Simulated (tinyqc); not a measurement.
# p-n diode with diffusion and depletion-layer recombination: what changes with what

Abrupt junction in the depletion approximation, low injection, full ionisation, neutral widths fixed, ohmic contact on the p side. Vj is the junction voltage; where a series resistance Rs is given, V = Vj + J Rs is the terminal voltage.

Values chosen for this exercise; band and dielectric values close to those of gallium nitride:

| symbol | value | unit | meaning |
|---|---|---|---|
| T | 350 | K | temperature |
| Eg | 3.42 | eV | band gap |
| eps_r | 9.46 |  | relative permittivity |
| Nc | 2.87e18 | cm^-3 | conduction-band density of states at T |
| Nv | 5.72e19 | cm^-3 | valence-band density of states at T |
| Na | 1e16 | cm^-3 | acceptor density |
| Nd | 7.4e15 | cm^-3 | donor density |
| mun | 760 | cm^2/(V s) | electron mobility in the p side |
| mup | 29 | cm^2/(V s) | hole mobility in the n side |
| tn | 5e-9 | s | electron lifetime |
| tp | 4e-7 | s | hole lifetime |
| wp | 23 | um | neutral width of the p side |
| wn | 1.2 | um | neutral width of the n side |
| Sp | 1e7 | cm/s | recombination velocity at the n contact |
| Rs | 0.0031 | ohm cm^2 | series resistance |
| Et | 0 | eV | trap level above the intrinsic level |
| Vj | 2.31 | V | junction voltage at which recombination is evaluated |

Constants: q = 1.602176634e-19 C, kB = 1.380649e-23 J/K, Vt = kB T/q, eps0 = 8.8541878128e-14 F/cm where lengths are in cm. Results are converted to the units shown.

Each table varies one quantity; the others keep the values above.

## Currents and ideality against junction voltage

ni = sqrt(Nc Nv) exp(-Eg/(2 Vt)), Eg in volts; D = mu Vt; Ln = sqrt(Dn tn), Lp = sqrt(Dp tp); J0n = q ni^2 Dn coth(wp/Ln)/(Ln Na); J0p = (q ni^2 Dp/(Lp Nd)) (s + tanh(wn/Lp))/(1 + s tanh(wn/Lp)), s = Sp Lp/Dp. J_diff = (J0n + J0p)(exp(Vj/Vt) - 1). Vbi = Vt ln(Na Nd/ni^2), W = sqrt(2 eps0 eps_r (Vbi - Vj)(1/Na + 1/Nd)/q), xp = W Nd/(Na + Nd), xn = W Na/(Na + Nd); u(x) = q Na (x + xp)^2/(2 eps0 eps_r) for x < 0 and Vbi - Vj - q Nd (xn - x)^2/(2 eps0 eps_r) for x > 0; p = Na exp(-u/Vt), n = Nd exp((u - Vbi + Vj)/Vt); U = ni^2 (exp(Vj/Vt) - 1)/(tp (n + ni exp(Et/Vt)) + tn (p + ni exp(-Et/Vt))); J_scr = q times the integral of U from -xp to xn. J = J_diff + J_scr. Ideality = (1/Vt) dVj/d ln J or (1/Vt) dV/d ln J; last column ni^2 exp(Vj/Vt)/N^2.

Currents and ideality against junction voltage:
columns A: Vj (V); B: J_diff (A/cm^2); C: J_scr (A/cm^2); D: J (A/cm^2); E: V (V); F: ideality against Vj; G: ideality against V; H: minority/doping, lighter side
```
A             B          C          D       E      F      G          H
0.74  5.248e-31  1.908e-18  1.908e-18  0.7400  1.975  1.975  7.700e-33
1     2.910e-27  1.507e-16  1.507e-16   1.000  1.971  1.971  4.269e-29
1.26  1.613e-23  1.201e-14  1.201e-14   1.260  1.967  1.967  2.367e-25
1.51  6.420e-20  8.174e-13  8.174e-13   1.510  1.961  1.961  9.419e-22
1.77  3.559e-16  6.705e-11  6.705e-11   1.770  1.951  1.951  5.222e-18
2.03  1.973e-12   5.667e-9   5.669e-9   2.030  1.933  1.933  2.895e-14
2.28   7.853e-9   4.263e-7   4.342e-7   2.280  1.869  1.869  1.152e-10
2.54   4.354e-5   4.392e-5   8.746e-5   2.540  1.288  1.288   6.388e-7
2.8      0.2414   0.006294     0.2477   2.801  1.012  1.038   0.003542
```

The ideality against Vj falls from 1.97 to 1.01. Diffusion overtakes recombination in the layer between Vj = 2.54 and 2.8 V. J_scr alone has an ideality of 1.97 between the first two rows and 1.74 between the last two.

## Effect of the donor density

Same model as above.

J = J_diff + J_scr.

The same in every row: J0n (A/cm^2) = 1.011e-41; wn/Lp = 0.2029.

Effect of the donor density:
```
Nd (cm^-3)  J0p (A/cm^2)  J_diff (A/cm^2)  J_scr (A/cm^2)  J_scr/J (%)
1e15           1.103e-41         3.869e-8        1.972e-6        98.08
2.9e15         3.802e-42         2.547e-8        1.106e-6        97.75
8.3e15         1.328e-42         2.094e-8        7.077e-7        97.13
2.4e16         4.594e-43         1.935e-8        6.949e-7        97.29
6.9e16         1.598e-43         1.880e-8        6.948e-7        97.37
2e17           5.513e-44         1.861e-8        6.948e-7        97.39
5.7e17         1.934e-44         1.854e-8        6.948e-7        97.40
```

As Nd goes from 1e15 to 5.7e17, J0p falls from 1.10e-41 to 1.93e-44 A/cm^2, J_scr falls from 1.97e-6 to 6.95e-7 A/cm^2 and its share goes from 98.1 through a minimum of 97.1 (at Nd = 8.3e15 among the rows listed) to 97.4 %. J0p goes as Nd^(-1.00) at the start and Nd^(-1.00) at the end.

Program tinyqc, `OMP_NUM_THREADS=1 python tinyqc.py 2260102 2260103 out.jsonl`; Intel Xeon 2.30GHz, shared host, one thread, about 0.01 s.
